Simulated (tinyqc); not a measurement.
What moves the results: Gamma, L and X subbands of a thin body with non-parabolic valleys. A value that a table varies takes the place of the one given here.

Hard walls, flat band, c = hbar^2/2m0, energies from the bulk Gamma edge. For a valley at angle theta to the normal 1/m_z = cos^2/ml + sin^2/mt and m_d = sqrt(ml mt^2/m_z). Subband n starts at E_v + e with e (1 + a e) = c (n pi/t)^2/m_z, and its density-of-states mass is taken as m_d (1 + 2 a e), without further growth at higher in-plane energy. Groups are named by valley and degeneracy.

n_i = g m/(2 pi c) kB T ln(1 + exp((EF - E_i)/kB T)), sum n_i = Ns (1e12/cm^2 = 1e-4/angstrom^2), c = hbar^2/2m0. Quantum capacitance Cq = 1602.176634 sum g m/(2 pi c) f_i in microfarad/cm^2 with f_i = 1/(1 + exp((E_i - EF)/kB T)); Cox = 34.5313/eot (one gate); C/Cox = Cq/(Cq + Cox), the centroid term left out.

Constants: hbar^2/2m0 = 3.80998211 eV angstrom^2; kB = 8.617333262e-05 eV/K.

Parameters, chosen for this exercise (near those of a thin GaSb channel; shifted at random, so the results belong to these values and not to a real crystal): face = 111 (surface); mG = 0.0388 m0 (Gamma mass); aG = 1.12 1/eV (Gamma non-parabolicity); EL = 0.035 eV (L edge above Gamma); mL = (1.305, 0.1) m0 (L valleys (four, along <111>): ml, mt); EX = 0.327 eV (X edge above Gamma); mX = (1.476, 0.22) m0 (X valleys (three, along <100>): ml, mt); aS = 0.53 1/eV (non-parabolicity of L and X); Ns = 3.7 x 1e12/cm^2 (sheet density); T = 300 K (temperature); eot = 11 angstrom (equivalent oxide thickness); ts = (20, 26, 34, 45, 60, 85, 130) angstrom (thicknesses); t = 56 angstrom (body thickness); Nl = (0.5, 1, 2, 4, 7, 11, 16) x 1e12/cm^2 (sheet densities).

## Thinning the body

Lowest edge of each valley type, the lowest group, the Gamma share and C/Cox, with n = 1 to 8 of all groups.

Results:
```
t (angstrom)  Gamma (eV)  L (eV)  X (eV)  lowest  Gamma share (%)  C/Cox
20                 1.091   0.104   0.595      L1              0.0  0.691
26                 0.770   0.077   0.493      L1              0.0  0.721
34                 0.527   0.060   0.428      L1              0.0  0.762
45                 0.345   0.049   0.386      L1              0.0  0.806
60                 0.217   0.043   0.360      L1              0.1  0.847
85                 0.118   0.039   0.344      L1              0.6  0.863
130                0.054   0.037   0.334      L1              2.4  0.869
```

How do the results move?

From 130 down to 20 angstrom Gamma rises by 1.04 eV, L by 0.07 and X by 0.26 eV, the light Gamma mass moving most. L1 stays lowest throughout. The Gamma share goes from 2 % to 0 %. C/Cox is 0.87 and 0.69 at the ends and lies between 0.69 and 0.87. Hard walls overstate the rise in the thinnest rows.

## Raising the sheet density

Fixed thickness, n = 1 to 8 of all groups; the gate overdrive above the lowest edge is (EF - E_lowest)/e + 0.1602177 Ns/Cox in volts.

Results:
```
Ns (1e12/cm^2)  EF - lowest (eV)  Gamma share (%)     Cq  C/Cox  overdrive (V)
0.5                       -0.033              0.0   2.87  0.478         -0.007
1.0                       -0.013              0.0   5.39  0.632          0.038
2.0                        0.009              0.0   9.82  0.758          0.111
4.0                        0.033              0.0  17.54  0.848          0.237
7.0                        0.054              0.0  28.12  0.900          0.412
11.0                       0.073              0.0  41.10  0.929          0.634
16.0                       0.090              0.1  55.12  0.946          0.906
```

What can be read from the table?

The lowest subband is L1 n=1; the light Gamma level lies 199 meV above it, lifted there by confinement. At the highest density band filling takes 0.090 V of the 0.906 V overdrive. Cq grows from 2.9 to 55.1 microfarad/cm^2 while EF moves from -0.033 to +0.090 eV against the lowest edge; the Gamma share stays near 0 %.

## What each parameter does

n = 1 to 8 of all groups. Each row changes one parameter from the base and keeps the others.

Results:
```
case                   lowest edge (eV)  EF (eV)  Gamma share (%)  C/Cox
base                              0.044    0.074              0.0  0.840
t = 64 angstrom                   0.042    0.061              0.1  0.852
mG = 0.0446 m0                    0.044    0.074              0.1  0.840
aG = 0.78 1/eV                    0.044    0.074              0.0  0.840
EL = 0.085 eV                     0.094    0.124              0.2  0.840
Ns = 5.55 x 1e12/cm^2             0.044    0.089              0.0  0.880
eot = 9 angstrom                  0.044    0.074              0.0  0.811
T = 250 K                         0.044    0.083              0.0  0.846
```

What does this show?

The largest shifts from the base row, up to three for each result and ties (the steps differ in size, so this ranks the rows, not the parameters). lowest edge (eV): EL +0.050, t -0.002; unchanged at the printed digits by mG, aG, Ns, eot and T. EF (eV): EL +0.050, Ns +0.015, t -0.013; unchanged at the printed digits by mG, aG and eot. Gamma share (%): EL +0.2, t +0.1, mG +0.1; unchanged at the printed digits by aG, Ns, eot and T. C/Cox: Ns +0.041, eot -0.029, t +0.012; unchanged at the printed digits by mG, aG and EL.

(tinyqc, `OMP_NUM_THREADS=1 python tinyqc.py 1282592 1282593 out.jsonl`, Intel(R) Xeon(R) Processor @ 2.30GHz, 1 thread, shared host, about 0.04 s.)
